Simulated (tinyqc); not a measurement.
Width of the well: strained quantum well: band edges, subbands and transparency.

Growth on (001), barriers unstrained: tr(e) = e (2 - nu2), Z = b e (1 + nu2); Ec = Ev + Eg + ac tr(e), E_HH = Ev + av tr(e) + Z, E_LH = Ev + av tr(e) - Z (coupling to the split-off band left out).

Masses along z: me, 1/(g1 - 2 g2) for HH, 1/(g1 + 2 g2) for LH, likewise in the barrier; in the plane me, 1/(g1 + g2) for HH and 1/(g1 - g2) for LH (no mixing, which understates the hole masses away from k = 0). Level n solves k L + 2 atan[(k/m)/(kappa/mb)] = n pi, k = sqrt(m E/c), kappa = sqrt(mb (V - E)/c), c = hbar^2/2m0.

Transparency (Bernard-Duraffourg): Fc - Fv equals the lowest transition energy with n = p, n = sum m/(2 pi c) kB T ln(1 + exp((Fc - E)/kB T)) and p likewise over the listed subbands; c = hbar^2/2m0, 1/angstrom^2 = 1e16/cm^2.

Constants: hbar^2/2m0 = 3.80998211 eV angstrom^2; kB = 8.617333262e-05 eV/K; hc = 1239.841984 eV nm.

Values chosen for the exercise (near those of an InGaAs/AlGaAs well; not measured data): e = -0.0141 (strain in the plane); nu2 = 0.95 (2 C12/C11); Eg = 1.13 eV (unstrained gap of the well); Ev = -0.758 eV (its valence edge); ac = -6.75 eV; av = 1.13 eV (Ev moves by av tr(e)); b = -1.96 eV (shear potential); Egb = 1.674 eV (gap of the barrier); Evb = -0.905 eV (its valence edge); me = 0.0574 m0 (electron mass); g1 = 9.58 (gamma1); g2 = 3.35 (gamma2); meb = 0.084 m0; g1b = 6.3; g2b = 1.8; T = 300 K (temperature); Ls = (30, 40, 55, 70, 90, 120) angstrom (widths).

All levels anew.

Results:

| L (angstrom) | wavelength (nm) | top hole | hh1 - lh1 (meV) | n_tr (1e12/cm^2) | share in top | n_tr/L (1e18/cm^3) |
|---|---|---|---|---|---|---|
| 30 | 893 | hh1 | 113 | 0.508 | 0.95 | 1.69 |
| 40 | 927 | hh1 | 121 | 0.512 | 0.94 | 1.28 |
| 55 | 959 | hh1 | 124 | 0.530 | 0.87 | 0.96 |
| 70 | 980 | hh1 | 123 | 0.558 | 0.78 | 0.80 |
| 90 | 997 | hh1 | 121 | 0.603 | 0.67 | 0.67 |
| 120 | 1012 | hh1 | 118 | 0.684 | 0.54 | 0.57 |

The wavelength tunes by 118 nm. The sheet density at transparency changes from 0.51 to 0.68, the top hole subband holding 0.95 and 0.54 of the holes at the ends, while the volume density falls by a factor 3.0. Critical thickness and carrier escape are left out.

Computed by tinyqc, a small Python program: `OMP_NUM_THREADS=1 python tinyqc.py 1280015 1280016 out.jsonl` (the numbers bound the seed that draws the inputs); one thread of a shared host (Intel(R) Xeon(R) Processor @ 2.30GHz), about 0.02 s for the whole set of steps.
